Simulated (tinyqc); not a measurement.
Electron-beam lithography: double-Gaussian proximity function, edge placement and dose correction for parallel lines: one step, computed by the program tinyqc.

Lines are infinitely long. Absorbed energy is counted so that the middle of a very large area written at dose 1 receives 1; the resist develops where it exceeds 1/2.

Task: Interaction matrix. f(r) = [exp(-r^2/alpha^2)/alpha^2 + eta exp(-r^2/beta^2)/beta^2]/(pi (1 + eta)). A line from a to b at dose d gives E(x) = d [S(alpha) + eta S(beta)]/(1 + eta), S(s) = [erf((b - x)/s) - erf((a - x)/s)]/2. M_ij is the mean of E at the two edges of line i from line j at dose 1.

Inputs (values chosen for the exercise, of the order of those for 10 keV electrons in resist on silicon): forward range alpha = 0.0082 micrometre; backscatter range beta = 1.2 micrometre; backscatter ratio eta = 1.1.

Lines (micrometre):

| line | left edge | right edge | centre |
|---|---|---|---|
| 1 | 0.000 | 0.061 | 0.0305 |
| 2 | 0.171 | 0.271 | 0.2210 |
| 3 | 0.349 | 0.402 | 0.3755 |
| 4 | 0.562 | 0.625 | 0.5935 |

Give: M.

Result:

M:
```
         1        2        3        4
1  0.25310  0.02399  0.01201  0.01244
2  0.01462  0.26267  0.01281  0.01407
3  0.01382  0.02420  0.25114  0.01500
4  0.01205  0.02234  0.01262  0.25360
```
